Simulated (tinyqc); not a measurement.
# Probe couplings from its potential

Question. One voltage probe p sits between leads L (mu = 1) and R (mu = 0) without magnetic field: mu_p = T_pL/(T_pL + T_pR), T_eff = T_RL + T_pL T_pR/(T_pL + T_pR). Find T_pL and T_pR.

T_RL = 0.49
mu_p = 0.42857143
T_eff = 0.57571429

Solution. T_eff - T_RL equals T_pL (1 - mu_p) and also T_pR mu_p.

T_pL = 0.150
T_pR = 0.200

Program tinyqc, `OMP_NUM_THREADS=1 python tinyqc.py 2700006 2700007 out.jsonl`; Intel Xeon 2.30GHz, shared host, one thread, about 0.01 s.
